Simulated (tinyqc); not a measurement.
From results to parameters: diatomic chain. Computed by the program tinyqc.

Problem. A chain of two alternating masses has one spring constant k; at the zone edge omega^2 = 2k/M and 2k/m, and wavenumber = 521.4708 sqrt(omega^2) with omega^2 in eV/(angstrom^2 u). Find k, the heavier mass and the optical wavenumber at q = 0.

wavenumbers at the zone edge (cm^-1): 207.638813  812.956043
lighter mass = 7.900000 u

Solution. The upper value gives k = m omega^2/2, the ratio of the squares gives M/m, and at q = 0 omega^2 = 2k (1/m + 1/M), the sum of the two.

k = 9.6000 eV/angstrom^2
heavier mass = 121.100 u
optical wavenumber at q = 0 = 839.054 cm^-1
